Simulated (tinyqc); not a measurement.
Scattering of inversion-layer electrons by surface optical phonons of the gate insulator (remote phonon scattering): one step, computed by the program tinyqc.

One subband with the Fang-Howard envelope; insulator and channel are half-spaces, the gate is far away, and an interlayer only moves the polar surface away by t (its own modes and its permittivity contrast are left out).

Problem. Surface modes and strengths. eps(w) = eps_inf + (eps_0s - eps_i) w1^2/(w1^2 - w^2) + (eps_i - eps_inf) w2^2/(w2^2 - w^2). Surface modes solve eps(w) + eps_s = 0, a quadratic in w^2; the strength of a mode is g = 2/(w d eps/dw). Occupation N = 1/(exp(hbar w/(k_B T)) - 1).

Inputs (values chosen for the exercise, modelled on AlN on germanium): static constant of the insulator eps_0s = 9.2; intermediate constant eps_i = 7.47; optical constant eps_inf = 4.77; hbar omega_TO1 = 80.4 meV; hbar omega_TO2 = 90.1 meV; constant of the channel eps_s = 16.2; temperature T = 350 K.

Constants: k_B = 8.617333262e-05 eV/K.

Give: hbar omega_SO; strengths g; occupations N; hbar omega g (2 N + 1).

Solution.

hbar omega_SO (meV): 1 82.25, 2 96.93

strengths g: 1 0.001091, 2 0.007226

occupations N: 1 0.06999, 2 0.04189

hbar omega g (2 N + 1) (meV): 1 0.1023, 2 0.7591

The upper mode has the larger hbar omega g N, the prefactor of absorption before the dependence on q: 0.00628 and 0.0293 meV.
